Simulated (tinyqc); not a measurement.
AlGaN/GaN HEMT with access regions, lumped model: two steps of the calculation.

A polarisation-induced electron sheet under a Schottky gate, in series with two ungated access regions and contacts. Drift law v = mu E/(1 + mu E/vs) under the gate. Currents in mA/mm, resistances in ohm mm. No self-heating, no channel-length modulation; fits for polarisation, barrier and offset are chosen for the exercise.

Values chosen for this exercise; values close to those of AlGaN/GaN structures:
- x = 0.2 (aluminium share of the barrier)
- d = 18 nm (barrier thickness)
- eps_r = 9.5 (relative permittivity of barrier and channel)
- mu = 1700 cm^2/(V s) (channel mobility)
- vs = 1.5e7 cm/s (saturation velocity)
- Lg = 1 um (gate length)
- Ls = 1 um (source access length)
- Ld = 8 um (drain access length)
- Rc = 0.47 ohm mm (resistance of each contact)
- ft = 0 (share of the drain-access electrons removed by traps)
- Vg = 0.5 V (gate voltage)
- Vd = 1 V (drain voltage)

Constants: q = 1.602176634e-19 C, eps0 = 8.8541878128e-14 F/cm where lengths are in cm. Results are converted to the units shown.

Task 1. Polarisation charge, threshold and sheet resistance. sigma = (5e13 x + 1.6e13 x^2) cm^-2, phiB = 0.84 + 1.3 x, dEc = 0.7 (1.71 x + x^2) in volts, Cb = eps0 eps_r/d, VT = phiB - dEc - q sigma/Cb, access density n0 = -Cb VT/q. Rsh = 1/(q mu n0); largest access current q n0 vs.

Wanted: sigma; Cb; VT; n0; Rsh; q n0 vs.

Result 1.

sigma = 1.064e13 cm^-2
Cb = 0.4673 uF/cm^2
VT = -2.815 V
n0 = 8.212e12 cm^-2
Rsh = 447.1 ohm
q n0 vs = 1973 mA/mm

Task 2. Drain current. Access resistance R(L, n) = L/(q mu n sqrt(1 - (I/(q n vs))^2)); Rs = Rc + R(Ls, n0), Rd = Rc + R(Ld, (1 - ft) n0). Vg' = Vg - I Rs, Vd' = Vd - I (Rs + Rd); with u = Vg' - VT, Vc = vs Lg/mu and w the smaller of Vd' and Vc [sqrt(1 + 2 u/Vc) - 1] (0 if negative), the channel gives (mu Cb/Lg)(u w - w^2/2)/(1 + w/Vc). I(new) = I + 0.1 (channel current - I).

I at the start = 150 mA/mm
VT = -2.8153778 V
Cb = 0.46730436 uF/cm^2
n0 = 8.2115686e12 cm^-2

Wanted: Rs; Rd; Vg'; Vd'; channel current; I after iteration 1.

Result 2.

Rs = 0.91841 ohm mm
Rd = 4.0573 ohm mm
Vg' = 0.36224 V
Vd' = 0.25365 V
channel current = 477.48 mA/mm
I after iteration 1 = 182.75 mA/mm

tinyqc, about 0.01 s, one thread, Intel Xeon 2.30GHz (shared host): `OMP_NUM_THREADS=1 python tinyqc.py 2570062 2570063 out.jsonl`
